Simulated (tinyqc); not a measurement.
# Valley-orbit splitting of a donor ground state, with strain, step by step

A worked calculation. Computed by tinyqc, a small Python program that keeps every step. Command: `OMP_NUM_THREADS=1 python tinyqc.py 3004647 3004648 out.jsonl valleyorbit walk`. One thread of a shared host (Intel(R) Xeon(R) Processor @ 2.30GHz), about 0.01 s of CPU time with the checks. Intermediate numbers are printed to about 6 digits and carried at full precision; extremes and crossings named in words are read from the listed rows.

The basis is the 1s envelope in each valley; energies are counted from the unstrained conduction-band edge. The strain is e_s (a a^T - 1/3) for the unit stress axis a, so valley j along n_j moves by Xi_u e_s w_j with w_j = (n_j.a)^2 - 1/3: +2/3 for [111], -2/9 for the others.

Inputs (values chosen for the exercise, for a model many-valley semiconductor):
```
quantity,value,unit
single-valley binding energy E_0,13.4,meV
central-cell shift Lambda,0.29,meV
coupling Delta_1,0.52,meV
shear deformation potential Xi_u,16.4,eV
shear strain e_s,0.00026,-
temperature T,50,K
donor density N_D,1.3e+16,cm^-3
density-of-states mass of one valley m_e,0.221,m_0
```

Valleys: four along <111>. Stress axis: [111].

Constants: k_B = 8.617333262e-05 eV/K; m_0 = 9.1093837015e-31 kg; k_B = 1.380649e-23 J/K; h = 6.62607015e-34 J s.

## Levels without strain

By symmetry: E(A1) = E_0 + Lambda + 3 Delta_1 (one state), E(T2) = E_0 + Lambda - Delta_1 (three), as binding energies.

E(A1) = 15.25 meV

E(T2) = 13.17 meV

Only A1 has all valley amplitudes in phase, so only it has weight at the nucleus.

## The valley matrix under strain

H_jj = -(E_0 + Lambda) + Xi_u e_s w_j; H_jk = -Delta_1 between any two valleys.

H (meV):
```
,[111],[1-1-1],[-11-1],[-1-11]
[111],-10.8473,-0.5200,-0.5200,-0.5200
[1-1-1],-0.5200,-14.6376,-0.5200,-0.5200
[-11-1],-0.5200,-0.5200,-14.6376,-0.5200
[-1-11],-0.5200,-0.5200,-0.5200,-14.6376
```

## Levels and ground state under strain

Diagonalise H; the ground vector has positive components. The density at the nucleus, and so the contact hyperfine coupling, scales as (sum_j c_j)^2/(number of valleys), which is 1 without strain; the envelopes are held fixed.

levels (meV): [-15.8400, -14.1176, -14.1176, -10.6849]

valley amplitudes of the ground state: [111] 0.177531, [1-1-1] 0.568179, [-11-1] 0.568179, [-1-11] 0.568179

hyperfine ratio A/A_0 = 0.885546

The valleys that move down hold 96.8 % of the ground state, against 75.0 % without strain.

## Binding energy under strain

The binding energy is counted from the lowest valley edge, min_j Xi_u e_s w_j; the gap is from the ground state to the next level.

binding energy under strain = 14.8925 meV

gap to the first excited state = 1.72248 meV

## Populations and ionisation

z = sum over levels of exp(-(E - E_ground)/k_B T), the ground-state share being 1/z; N_c = 2 (2 pi m_e k_B T/h^2)^(3/2) sum_j exp(-(shift_j - lowest shift)/k_B T); n1 = N_c/(2 z) exp(-binding/k_B T), binding = lowest shift - E_ground; without compensation n = 2 N_D/(1 + sqrt(1 + 4 N_D/n1)) (Boltzmann statistics; p and higher states left out).

partition sum z = 2.64321

share of neutral donors in the ground state = 0.378328

N_c = 6.05778e+17 cm^-3

n1 = 3.61457e+15 cm^-3

free electrons n = 5.28184e+15 cm^-3

## Strain dependence

The contact hyperfine ratio is A/A_0 = (sum_j c_j)^2/(number of valleys), c_j the valley amplitudes of the ground state; binding from the lowest valley edge.

Against strain:
```
e_s,Xi_u e_s (w_max - w_min) (meV),binding (meV),gap to next level (meV),A/A_0
-0.002100,-30.6133,13.7174,29.6281,0.276789
-0.000780,-11.3707,13.7679,10.4865,0.328097
-0.000260,-3.7902,13.9587,3.2876,0.528119
-0.000078,-1.1371,14.5434,1.8039,0.918933
0.000078,1.1371,15.0543,1.8843,0.968656
0.000260,3.7902,14.8925,1.7225,0.885546
0.000780,11.3707,14.7950,1.6250,0.809605
0.002100,30.6133,14.7556,1.5856,0.774198
```

A/A_0 falls for either sign of strain, to 0.277 and 0.774 at the ends; its limits are the shares of the valleys that end up lowest, 1/4 under compression and 3/4 under tension. Near zero strain A/A_0 changes in second order, the binding in first. The binding energy drops from 15.25 meV to 13.72 and 14.76 meV, since fewer valleys share the valley-orbit gain.

## Do the excited 1s states matter for ionisation?

No strain here. The last two columns set z = 1, with the A1 depth, or use one level at E_0 with z equal to the number of valleys.

Ionised share:
```
T (K),z,all 1s states,ground state alone,no splitting
8.8,1.19315,5.58382e-05,6.09927e-05,1.03273e-04
15.0,1.60017,4.58020e-03,5.79032e-03,5.92148e-03
22.0,2.00146,3.51094e-02,4.93037e-02,4.03446e-02
32.0,2.41103,1.40532e-01,2.09299e-01,1.51604e-01
44.0,2.73331,3.17479e-01,4.64795e-01,3.31493e-01
71.0,3.13539,6.51518e-01,8.22754e-01,6.61393e-01
120.0,3.45338,8.83825e-01,9.60287e-01,8.86737e-01
```

z grows from 1.193 to 3.45 of at most 4. Leaving out the excited states overstates the ionised share by up to 48.9 % (at 32.0 K); ignoring the splitting misses by a factor 1.85 at the lowest T and 1.00 at the highest.

Checks made by the program: symmetry formulas against diagonalisation (relative difference below 1e-10).
